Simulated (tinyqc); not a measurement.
# Regular and subregular solution with a miscibility gap, step by step

A worked calculation. Computed by tinyqc, a small Python program that keeps every step. Command: `OMP_NUM_THREADS=1 python tinyqc.py 3024402 3024403 out.jsonl regsol walk`. One thread of a shared host (Intel(R) Xeon(R) Processor @ 2.30GHz), about 0.02 s of CPU time with the checks. Intermediate numbers are printed to about 6 digits and carried at full precision; extremes and crossings named in words are read from the listed rows.

Per mole of mixing sites: G(x) = x (1 - x) [L0 + L1 (1 - 2x)] + R T [x ln x + (1 - x) ln(1 - x)], x the fraction of B.

Inputs (values chosen for the exercise, modelled on GaP(1-x)As(x)): lattice constant a_A = 5.451 angstrom; lattice constant a_B = 5.653 angstrom; constant K = 50400 kJ angstrom^2.5/mol; asymmetry L1 = -0.094 kJ/mol; temperature T = 151 K; overall fraction x0 = 0.5; coherency modulus Y = 83 GPa; molar volume V_m = 25.8 cm^3/mol; gradient coefficient kappa = 2.5e-10 J/m; start value s0 = 0.02.

Source of L0: delta-lattice-parameter rule.

Constants: R = 8.314462618 J/(mol K).

## Interaction parameter

A bonding enthalpy -K a^(-2.5) with a linear in x gives L0 = 4.375 K (a_A - a_B)^2/abar^4.5, abar the mean lattice constant; eta = (a_B - a_A)/abar.

L0 = 4.01873 kJ/mol

eta = 0.0363833

## G, chemical potentials and activities

G' = L0 (1 - 2x) + L1 (1 - 6x + 6x^2) + R T ln[x/(1 - x)]; G'' = -2 L0 - 6 L1 (1 - 2x) + R T/[x (1 - x)]. mu_A = G - x G', mu_B = G + (1 - x) G', activity = exp(mu/(R T)).

G, G'' and activities at x = 0.02, 0.1, 0.2, 0.35, 0.5, 0.65, 0.8, 0.9, 0.98:
```
x     G (kJ/mol)  G'' (kJ/mol)  activity of A  activity of B
0.02   -0.046088       56.5593        0.98117        0.40495
0.10   -0.053219        6.3636        0.92747        1.28890
0.20    0.005726        0.1477        0.90331        1.53661
0.35    0.094987       -2.3496        0.94806        1.37057
0.50    0.134447       -3.0155        1.09239        1.13406
0.65    0.107818       -2.6880        1.33632        0.97629
0.80    0.023774       -0.5291        1.56635        0.91529
0.90   -0.039683        5.4612        1.38620        0.93109
0.98   -0.042551       55.4764        0.46223        0.98134
```

G'' is negative at 4 of the nine compositions (0.35, 0.5, 0.65, 0.8), where the solution is unstable.

## Critical point

The spinodal is G'' = 0, R T_s(x) = x (1 - x) [2 L0 + 6 L1 (1 - 2x)]; the critical point is its maximum.

critical composition x_c = 0.517479

critical temperature T_c = 241.968 K

L1 < 0 moves the top of the gap to the B-rich side and raises it by 0.3 K over L0/(2 R).

## Spinodal at T

Solve G'' = 0 on each side of x_c.

spinodal x_s1 = 0.204960

spinodal x_s2 = 0.816935

Caution: at such a low temperature diffusion in a solid alloy is normally frozen, so this equilibrium would not be reached.

## First Newton step for the common tangent

Common tangent: F1 = G'(x1) - G'(x2) = 0 and F2 = [G - x G'](x1) - [G - x G'](x2) = 0. Newton step: J = [[G''(x1), -G''(x2)], [-x1 G''(x1), x2 G''(x2)]], J dx = -F; a step that would leave 0 < x < 1 is halved until it stays inside. The start is x1 = s0, x2 = 1 - s0.

F (kJ/mol): F1 -2.05627, F2 0.94497

J (kJ/mol):
$$\begin{pmatrix}
56.5593 & -55.4764 \\
-1.1312 & 54.3669
\end{pmatrix}$$

new (x1, x2): [0.039710, 0.963029]

## Binodal by Newton steps

Stop when the step is below 1e-12, or when x1 and x2 meet within 1e-5; residuals under 1e-7 are shown as 0.

Iteration:
```
step         x1        x2   F1 (kJ/mol)  F2 (kJ/mol)
1     0.0200000  0.980000  -2.05627e+00  9.44972e-01
2     0.0397097  0.963029  -6.69758e-01  2.93791e-01
3     0.0546817  0.952191  -1.16796e-01  4.54078e-02
4     0.0590581  0.949907  -5.19867e-03  1.42342e-03
5     0.0593203  0.949836  -1.35458e-05  1.42217e-06
6     0.0593211  0.949836             0            0
7     0.0593211  0.949836             0            0
```

solubility limit x1 = 0.0593211

solubility limit x2 = 0.949836

Converged: the gap runs from 0.05932 to 0.9498, outside the spinodal as it must.

## Lever rule at x0

Inside the gap the B-rich phase has the fraction f = (x0 - x1)/(x2 - x1), and the gain is (1 - f) G(x1) + f G(x2) - G(x0); outside it one phase remains.

fraction f of the B-rich phase = 0.494858

free energy of decomposition = -193.141 J/mol

x0 lies inside the chemical spinodal: coherency strain aside, small waves of composition grow without a barrier.

## Fastest-growing wave

Linear Cahn-Hilliard theory, coherency strain left out, with energy density G/V_m + kappa (grad x)^2: the rate goes as -k^2 (G''/V_m + 2 kappa k^2), so k_c^2 = -G''/(2 kappa V_m), the fastest wave has k_m = k_c/sqrt(2) and length 2 pi/k_m.

G''(x0) = -3.01552 kJ/mol

k_c = 0.483489 1/nm

fastest wavelength = 18.3784 nm

## Coherent spinodal

If the lattice stays coherent, G'' gains 2 eta^2 Y V_m (eta = d ln a/dx, Y the biaxial modulus, E/(1 - nu) if isotropic), which is L0 replaced by L0 - eta^2 Y V_m (1 GPa cm^3/mol = 1 kJ/mol); the program reports 0 if the result is below its cutoff 3.5 |L1|.

eta^2 Y V_m = 2.83466 kJ/mol

top of the coherent spinodal = 72.1879 K

Coherency strain lowers the top by 170 K, below T: a coherent alloy is stable against small waves at this T.

## The phase diagram

For this table each start is x_s1/6 and 1 - (1 - x_s2)/6. The dilute estimate of x1 is exp(-(L0 + L1)/(R T)).

Binodal and spinodal:
```
T (K)  binodal x1  spinodal x_s1  spinodal x_s2  binodal x2  dilute estimate of x1
97     0.00825971       0.120511       0.893585    0.993517             0.00770138
121     0.0236289       0.155796       0.861771    0.980676              0.0202191
145     0.0504776       0.194574       0.826457    0.957561              0.0385645
169     0.0919233       0.238258       0.786229    0.921033              0.0612302
194      0.156351       0.291965       0.736116    0.862963              0.0877575
218      0.252334       0.358831       0.672694    0.774247               0.114715
232      0.343290       0.415580       0.617951    0.688049               0.130728
```

The dilute estimate is 0.93 of x1 at the lowest T and 0.38 at the highest: it drops the pull of the other solutes and the impurity of the second phase. Near the top the binodal is 1.70 times as wide as the spinodal; the mean-field limit at T_c is sqrt(3) = 1.73. The gap is lopsided: at the lowest T, A dissolves 0.0083 of B and B dissolves 0.0065 of A.

Checks made by the program: binodal against the lower hull of G on 40001 points (relative difference 1e-05).
